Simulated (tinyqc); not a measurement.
A particle near a wafer in liquid: double-layer and van der Waals forces (DLVO), deposition barrier and removal: one step, computed by the program tinyqc.

Sphere and flat wall, Derjaguin approximation, constant potentials in the linear-superposition form, no retardation and no hydration force.

Question. The curve. U(h) = Z R exp(-kappa h) - A R/(6 h); F(h) = -dU/dh = kappa Z R exp(-kappa h) - A R/(6 h^2), positive for repulsion.

Inputs (values chosen for the exercise, of the order of those for silica on silicon in water): particle radius R = 17 nm; Hamaker constant A = 1e-20 J; temperature T = 343 K.

kappa = 0.6455343 1/nm

Z = 4.382852 pN

Constants: k_B = 1.380649e-23 J/K.

Give: the table «Against the gap» with the columns kappa h, U (k_B T), F (pN), for h (nm) = 0.4, 0.6, 1.0, 1.5, 2.5, 4.0, 7.0, 12.0, 20.0, 40.0.

Answer.

Against the gap:
```
h (nm)  kappa h  U (k_B T)      F (pN)
0.4        0.26     -2.804  -1.399e+02
0.6        0.39      0.709  -4.605e+01
1.0        0.65      2.267  -3.112e+00
1.5        0.97      1.986   5.671e+00
2.5        1.61      0.740   5.044e+00
4.0        2.58     -0.306   1.866e+00
7.0        4.52     -0.683  -5.383e-02
12.0       7.75     -0.492  -1.760e-01
20.0      12.91     -0.299  -7.071e-02
40.0      25.82     -0.150  -1.771e-02
```

Caution: in rows where h is not small against R, A R/(6 h) overstates the van der Waals term. Caution: in rows with kappa h below 1 linear superposition is only rough.
